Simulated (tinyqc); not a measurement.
Brillouin zone and empty-lattice bands of the bcc structure, step by step. Values are carried at full precision from step to step, so a last printed digit may differ when a step is redone from the rounded ones.

Primitive vectors a (-1/2,1/2,1/2), a (1/2,-1/2,1/2), a (1/2,1/2,-1/2); one atom. Reciprocal vectors obey a_i.b_j = 2 pi delta_ij; k is given in units of 2 pi/a. Empty-lattice levels are c0 (2 pi/a)^2 |k + G|^2, c0 = hbar^2/2m0. Points: H = (1, 0, 0), N = (0.5, 0.5, 0), P = (0.5, 0.5, 0.5).

Constants: hbar^2/2m0 = 3.80998211 eV angstrom^2; a0 (Bohr radius) = 0.5291772105 angstrom.

Inputs chosen for the exercise (out of a larger set: lattice near that of K; not measured data): a = 5.318 angstrom (lattice constant); Z = 1 (free electrons per atom); V1 = -0.96 eV (atomic form factor on the shell that bounds the zone).

## Reciprocal lattice

Give b1, b2, b3, the cell volume, the zone volume (2 pi)^3/V and the energy unit c0 (2 pi/a)^2.

b1, b2, b3 as rows (2 pi/a):
```
        1       2       3
1  0.0000  1.0000  1.0000
2  1.0000  0.0000  1.0000
3  1.0000  1.0000  0.0000
```

cell volume = 75.200 angstrom^3
zone volume = 3.2986 1/angstrom^3
energy unit = 5.3185 eV

## Shells of G and Bragg planes

List the first six shells of G with their number, the structure factor |sum over atoms of exp(i G.tau)|/(atoms per cell), and the distance |G|/2 of the Bragg plane from Gamma.

Shells:

| \|G\|^2 ((2 pi/a)^2) | number | structure factor | \|G\|/2 (2 pi/a) |
|---|---|---|---|
| 2.0000 | 12 | 1.0000 | 0.7071 |
| 4.0000 | 6 | 1.0000 | 1.0000 |
| 6.0000 | 24 | 1.0000 | 1.2247 |
| 8.0000 | 12 | 1.0000 | 1.4142 |
| 10.0000 | 24 | 1.0000 | 1.5811 |
| 12.0000 | 8 | 1.0000 | 1.7321 |

No structure factor vanishes among these shells.

## The free-electron sphere

n = Z/V, kF = (3 pi^2 n)^(1/3), EF = c0 kF^2, rs = (3/(4 pi n))^(1/3)/a0; compare kF with |k| of the points on the zone surface.

n = 0.01330 1/angstrom^3
kF = 0.6204 2 pi/a
EF = 2.047 eV
rs = 4.948

Points:

| point | \|k\| (2 pi/a) | kF/\|k\| | lowest level (eV) | levels below EF |
|---|---|---|---|---|
| H | 1.0000 | 0.620 | 5.318 | 0 |
| N | 0.7071 | 0.877 | 2.659 | 0 |
| P | 0.8660 | 0.716 | 3.989 | 0 |

The sphere lies wholly inside the first zone; it comes closest to the surface at N (88 % of the way).

## Empty-lattice levels at Gamma, N and H

Give the five lowest values of |k + G|^2 with their degeneracy (spin not counted).

Levels:

| point | \|k + G\|^2 | degeneracy | E (eV) |
|---|---|---|---|
| Gamma | 0.0000 | 1 | 0.000 |
| Gamma | 2.0000 | 12 | 10.637 |
| Gamma | 4.0000 | 6 | 21.274 |
| Gamma | 6.0000 | 24 | 31.911 |
| Gamma | 8.0000 | 12 | 42.548 |
| N | 0.5000 | 2 | 2.659 |
| N | 1.5000 | 4 | 7.978 |
| N | 2.5000 | 4 | 13.296 |
| N | 3.5000 | 8 | 18.615 |
| N | 4.5000 | 6 | 23.933 |
| H | 1.0000 | 6 | 5.318 |
| H | 3.0000 | 8 | 15.955 |
| H | 5.0000 | 24 | 26.592 |
| H | 9.0000 | 30 | 47.866 |
| H | 11.0000 | 24 | 58.503 |

The lowest level is 2-fold at N and 6-fold at H: as many zones meet there, and these are the lowest sets at these points on which a weak potential acts.

## The gap at N

At N two waves k and k - G with G = 2k are degenerate at E0. With V = |V1| x structure factor of G the levels are E0 -/+ V, and the masses normal to the face are 1/(1 -/+ 2 E0/V).

structure factor = 1.0000
E0 = 2.659 eV

levels (eV): 1.699  3.619

masses normal to the face, lower and upper (m0): -0.2203  0.1529

EF of the free sphere, 2.05 eV, lies inside the gap: the surface meets the face and a neck opens, with nothing in the upper band here (EF = c0 (3 pi^2 n)^(2/3) for 1 electron a cell; its shift by the potential is neglected). The margin is small against the gap, so that shift, which lowers EF, could change this verdict. V1 is a free input here; real Na and K have 0.1 to 0.3 eV and nearly spherical surfaces.

## Checks

- a_i.b_j/(2 pi) against the unit matrix: they agree to 1e-10 or better.

Program tinyqc; command `OMP_NUM_THREADS=1 python tinyqc.py 1880212 1880213 out.jsonl`; about 0.01 s on one thread of a shared Intel(R) Xeon(R) Processor @ 2.30GHz.
